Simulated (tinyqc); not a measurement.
Harmonic frequencies on the UHF/sto-3g surface (energies and gradients from PySCF), for H2+, spin multiplicity 2, step by step. One step of it, computed by the program tinyqc.

Question. One row of the Hessian: 2Hz. Displace 2Hz by +/-0.002 bohr; H(k, :) = (g(+) - g(-)) / (2 delta).

optimised positions (bohr):
```
,x,y,z
1H,0.000000,0.000000,-0.249938
2H,0.000000,0.000000,1.754160
```

gradient at +delta (hartree/bohr):
```
,x,y,z
1H,0.00000000,0.00000000,-0.00027026
2H,0.00000000,0.00000000,0.00027026
```

gradient at -delta (hartree/bohr):
```
,x,y,z
1H,0.00000000,0.00000000,0.00030451
2H,0.00000000,0.00000000,-0.00030451
```

Give: row of the Hessian.

Answer.

row of the Hessian (hartree/bohr^2): 1Hx 0.00000, 1Hy 0.00000, 1Hz -0.14369, 2Hx 0.00000, 2Hy 0.00000, 2Hz 0.14369
